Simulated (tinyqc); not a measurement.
From results back to parameters: sp3s* tight binding. Two cases, with inputs chosen for the exercise.

Problem. Without spin-orbit coupling the s levels at Gamma are the roots of [[Esa, Vss], [Vss, Esc]], the p levels those of [[Epa, Vxx], [Vxx, Epc]], and the doubly degenerate valence level at X is the lower root of [[Epa, Vxy], [Vxy, Epc]]. The atomic differences are given; the levels below come from hidden parameters.

Find: Esa, Esc, Epa, Epc; |Vss|, |Vxx|, |Vxy|.

Method. The mean of a pair of roots is the mean of the two levels, which with the given difference fixes both; half the splitting, squared, less a quarter of the squared difference is V^2. At X the lower root lies sqrt((dEp/2)^2 + Vxy^2) below the mean p level.

Case 1.

Values chosen (out of a larger set: near a published set for InP, fitted to gaps, whose masses and valley positions are rough; spin-orbit coupling, where it is added without a refit, lifts the valence top and shrinks all gaps by about a third of the splitting; not measured data): dEs = 7.168 eV (Esc - Esa); dEp = 3.221 eV (Epc - Epa).

s levels at Gamma (eV): -11.48029  1.35229

p levels at Gamma (eV): -0.00070  4.97770

valence level X5 = -1.99102 eV

Solution.

Esa, Esc, Epa, Epc (eV): -8.648  -1.480  0.878  4.099

|Vss|, |Vxx|, |Vxy| (eV): 5.322  1.898  4.180

Case 2.

Values chosen (out of a larger set: near a published set for InAs, fitted to gaps, whose masses and valley positions are rough; not measured data): dEs = 6.798 eV (Esc - Esa); dEp = 2.822 eV (Epc - Epa).

s levels at Gamma (eV): -12.69975  0.48575

p levels at Gamma (eV): 0.00885  4.64315

valence level X5 = -2.34616 eV

Solution.

Esa, Esc, Epa, Epc (eV): -9.506  -2.708  0.915  3.737

|Vss|, |Vxx|, |Vxy| (eV): 5.649  1.838  4.454

Computed by tinyqc, one run a case: `OMP_NUM_THREADS=1 python tinyqc.py N N+1 out.jsonl` with N = 1480557, 1480584; one thread of a shared Intel(R) Xeon(R) Processor @ 2.30GHz, about 0.1 s a run at most.
